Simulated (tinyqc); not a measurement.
Transfer-length model of a contact: effect of the contact resistivity.

A metal contact of length d and width W on a thin layer of the same width. The metal has no resistance, the sheet resistance under it equals Rsh, and current enters the layer at the front edge x = 0.

Transfer length Lt = sqrt(rc/Rsh); front resistance Rc = (Rsh Lt/W) coth(d/Lt); end resistance Re = (Rsh Lt/W)/sinh(d/Lt).

Inputs (values chosen for the exercise):
- Rsh = 4300 ohm/sq (sheet resistance of the semiconductor layer)
- d = 0.34 um (contact length)
- W = 3.4 um (contact width)

Results:
```
rc (ohm cm^2)  Lt (um)    d/Lt  Rc W (ohm um)
7.9e-8         0.04286   7.932          184.3
2.3e-7         0.07314   4.649          314.5
6.6e-7          0.1239   2.744          537.2
5.6e-6          0.3609  0.9421           2108
1.6e-5          0.6100  0.5574           5183
4.7e-5           1.045  0.3252        1.431e4
0.00013          1.739  0.1955        3.872e4
```

Estimate the missing row, rc = 1.9e-6 ohm cm^2.

Computed row:
```
rc (ohm cm^2)  Lt (um)   d/Lt  Rc W (ohm um)
1.9e-6          0.2102  1.617          978.0
```

With this row back in the table: Rc W rises from 184 to 38700 ohm um, as rc^(0.50) between the first two rows (d/Lt = 7.9) and rc^(0.98) between the last two (d/Lt = 0.20); a long contact gives the power 1/2 and a short one 1.

Computed by the program tinyqc: `OMP_NUM_THREADS=1 python tinyqc.py 2760037 2760038 out.jsonl`, one thread of a shared Intel Xeon 2.30GHz, about 0.01 s for the whole run.
